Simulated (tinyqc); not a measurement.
Dielectric confinement in a thin film (image charges), step by step. Values are carried at full precision from step to step, so a last printed digit may differ when a step is redone from the rounded ones.

A film |z| < t/2 of dielectric constant eps between half-spaces of dielectric constant e2; lam = (eps - e2)/(eps + e2), q = e^2/(4 pi eps0). The self-energy of a band edge is taken with the high-frequency value, e2 = eh, and the field of a fixed ion with the static one, e2 = eo. A charge at z has images lam^|n| at n t + (-1)^n z. Its self-energy is S(z) = (q/2 eps) sum over n >= 1 of lam^n [1/(n t - 2z) + 1/(n t + 2z)] for odd n and 2 lam^n/(n t) for even n; at the centre S(0) = -(q/(eps t)) ln(1 - lam).

Constants: e^2/(4 pi eps0) = 14.39964547 eV angstrom; hbar^2/2m0 = 3.80998211 eV angstrom^2; Ry = 13.60569312 eV.

Inputs chosen for the exercise (near those of a Si (100) film, two-fold valleys, in vacuum; not measured data): t = 76 angstrom (film thickness); eps = 11.7 (dielectric constant of the film); eh = 1 (high-frequency dielectric constant outside); mz = 0.895 m0 (mass across the film); eo = 1 (static dielectric constant outside); m = 0.194 m0 (mass in the plane).

## Images for a charge at the centre

Give lam, the first five terms (q/eps) lam^n/(n t), their sum and the closed form.

lam = 0.8425

terms (meV): 13.64  5.75  3.23  2.04  1.37

sum of five = 26.03 meV
S(0) = 29.93 meV

The surroundings screen less than the film, so the images repel and each band edge moves outwards: the gap changes by about 2 S = +60 meV.

## Self-energy across the film

S at 2z/t = 0, 0.2, 0.4, 0.6, 0.8 and 0.9, summed to n = 399.

Self-energy:

| 2z/t | z (angstrom) | S (meV) |
|---|---|---|
| 0.0 | 0.0 | 29.93 |
| 0.2 | 7.6 | 30.52 |
| 0.4 | 15.2 | 32.60 |
| 0.6 | 22.8 | 37.77 |
| 0.8 | 30.4 | 54.49 |
| 0.9 | 34.2 | 88.48 |

Towards the wall S diverges as (q lam/4 eps)/(distance), an artefact of the abrupt interface that the vanishing envelope makes harmless.

## Shift of the subband edge

First order: <S> over the envelope (2/t) cos^2(pi z/t), beside the confinement energy c (pi/t)^2/mz, c = hbar^2/2m0.

<S> = 32.98 meV
confinement energy = 7.27 meV

|<S>| is 4.53 times the confinement energy; the first goes as 1/t and the second as 1/t^2, so they are equal at t = 17 angstrom.

## Binding of a donor

Donor at the centre, lam from the static eo, trial function cos(pi z/t) exp(-rho/l): E(l) = c/(m l^2) - (q/eps) times the integral over k of F(k t) (1 + (k l/2)^2)^(-3/2), with F(x) = F0 + 2 lam exp(-x) G/(1 - lam exp(-x)), F0 = 2[(1 - exp(-x/2))/x + x (1 + exp(-x/2))/(x^2 + 4 pi^2)], G = 2 sinh(x/2)[1/x - x/(x^2 + 4 pi^2)]; c = hbar^2/2m0. The binding energy is -E at the minimum, counted from the subband edge with its self-energy.

Minimise over l with and without images (lam = 0); Ry* = Ry m/eps^2.

Donor:

| case | l (angstrom) | binding (meV) | in Ry* |
|---|---|---|---|
| no images | 33.3 | 31.8 | 1.65 |
| with images | 30.8 | 89.4 | 4.64 |

Ry* = 19.28 meV

The images change the binding by +57.6 meV, against -2 (q/(eps t)) ln(1 - lam) = +59.9 meV for an orbit much smaller than t. At 300 K the binding is 3.5 kB T, which hinders ionisation. The next even subband, the first that a centred donor mixes in, lies within about the binding energy, so one cosine is a poor basis and the binding is understated.

## Checks

- S(0) from the series against the closed form, meV: both 29.93.
- F(2.3) for lam = 0.8425 from a direct sum over images against the closed form: both 0.9306.

(tinyqc, `OMP_NUM_THREADS=1 python tinyqc.py 1281541 1281542 out.jsonl`, Intel(R) Xeon(R) Processor @ 2.30GHz, 1 thread, shared host, about 0.04 s.)
